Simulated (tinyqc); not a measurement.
X-ray reflectivity of a thin film on silicon: critical angles, Parratt recursion, fringes and roughness: one step, computed by the program tinyqc. Command: `OMP_NUM_THREADS=1 python tinyqc.py 3120210 3120211 out.jsonl xrr walk`. One thread of a shared host (Intel(R) Xeon(R) Processor @ 2.30GHz), about 0.01 s of CPU time with the checks.

n = 1 - delta + i beta; the classical electron radius is r_e = 2.8179403e-6 nm. Layer 0 is vacuum, 1 the film, 2 the substrate.

Task: Reflectivity at one angle. k_j = (2 pi/lambda) sqrt(sin^2 theta - 2 delta_j + 2 i beta_j); r_ij = (k_i - k_j)/(k_i + k_j) x exp(-2 k_i k_j sigma^2) (Nevot-Croce); r = (r_01 + r_12 p)/(1 + r_01 r_12 p), p = exp(2 i k_1 d); R = |r|^2.

Inputs (values chosen for the exercise, modelled on a porous low-k film on silicon, copper K-alpha radiation):
```
quantity                              value     unit
wavelength lambda                   0.15406       nm
film thickness d                       30.5       nm
roughness of the surface sigma_1       0.76       nm
roughness of the interface sigma_2     0.72       nm
grazing angle theta                    1.66  degrees
```

Constants:
```
layer      rho_e (1/nm^3)         delta          beta  critical angle (degrees)  q_c (1/nm)
film             401.6346  4.275263e-06  3.890490e-08                 0.1675402   0.2385154
substrate        711.4015  7.572626e-06  1.741704e-07                 0.2229774   0.3174375
```

Give: k_0, k_1, k_2; 1000 r_01; 1000 r_12; p; reflectivity R; q = 4 pi sin(theta)/lambda.

Result:

k_0, k_1, k_2 (1/nm): 1.181  1.175  1.171

1000 r_01 = 0.5148-0.0047i

1000 r_12 = 0.4784-0.0199i

p = -0.8463+0.5264i

reflectivity R = 8.415e-08

q = 4 pi sin(theta)/lambda = 2.363 1/nm
